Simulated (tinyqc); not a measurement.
What each parameter does: eight-band Kane k.p model.

Eight-band Kane model, basis S, X, Y, Z times spin, zero of energy at the top of the unstrained valence band, c = hbar^2/2m0. Within each spin: H_SS = Eg + A c k^2, H_SX = i P kx (likewise Y, Z), H_XX = -Dso/3 + L kx^2 + M (ky^2 + kz^2), H_XY = N kx ky, and cyclic. Spin-orbit term (Dso/3) L.sigma on X, Y, Z with (L_k)_ij = -i epsilon_kij: <X+|H|Y+> = -i Dso/3, <X+|H|Z-> = Dso/3, <Y+|H|Z-> = -i Dso/3, <Z+|H|X-> = -Dso/3, <Z+|H|Y-> = i Dso/3, <X-|H|Y-> = i Dso/3, and their conjugates; + and - are the spin along z. Terms from inversion asymmetry are left out, so every level is twofold.

P = sqrt(Ep c); A = 1/me - Ep (Eg + 2 Dso/3)/(Eg (Eg + Dso)) keeps the electron mass; g1' = g1 - Ep/(3 Eg), g2' = g2 - Ep/(6 Eg), g3' = g3 - Ep/(6 Eg) remove the coupling to S that the Luttinger values already hold; L = -c (g1' + 4 g2'), M = -c (g1' - 2 g2'), N = -6 c g3'.

Constants: hbar^2/2m0 = 3.80998211 eV angstrom^2.

Inputs chosen for the exercise (near those of InSb; the results hold for these values, not for the real material): Eg = 0.237 eV (gap at Gamma to the s-like level); Dso = 0.813 eV (spin-orbit splitting); Ep = 23.4 eV (Kane energy); me = 0.0136 m0 (electron mass at Gamma); g1 = 34.82 (Luttinger gamma1); g2 = 15.48 (gamma2); g3 = 16.46 (gamma3); kmax = 0.05 1/angstrom (end of the path).

Unstrained; levels at |k| = kmax along [001], all derived values formed anew.

Results for these values:
```
case  conduction (eV)  heavy hole (eV)  light hole (eV)  split-off (eV)
base           0.5639          -0.0368          -0.2532         -0.9019
```

What happens to each result for Dso = 0.7317 eV, all else kept?

Answer: conduction falls from 0.5639 to 0.5625; heavy hole does not change at the printed digits; light hole rises from -0.2532 to -0.2507; split-off rises from -0.9019 to -0.8276.

The same for each parameter in turn:
```
case             conduction (eV)  heavy hole (eV)  light hole (eV)  split-off (eV)
base                      0.5639          -0.0368          -0.2532         -0.9019
Eg = 0.2133 eV            0.5430          -0.0368          -0.2541         -0.8705
Dso = 0.7317 eV           0.5625          -0.0368          -0.2507         -0.8276
Ep = 21.06 eV             0.5655          -0.0368          -0.2526         -0.9283
me = 0.015 m0             0.5221          -0.0368          -0.2722         -0.9065
g1 = 38.302               0.5528          -0.0699          -0.2773         -0.9329
g2 = 13.932               0.5818          -0.0663          -0.2462         -0.8973
g3 = 14.814               0.5639          -0.0368          -0.2532         -0.9019
```

tinyqc: `OMP_NUM_THREADS=1 python tinyqc.py 1050058 1050059 out.jsonl`; about 0.01 s, one thread, shared Intel(R) Xeon(R) Processor @ 2.30GHz.
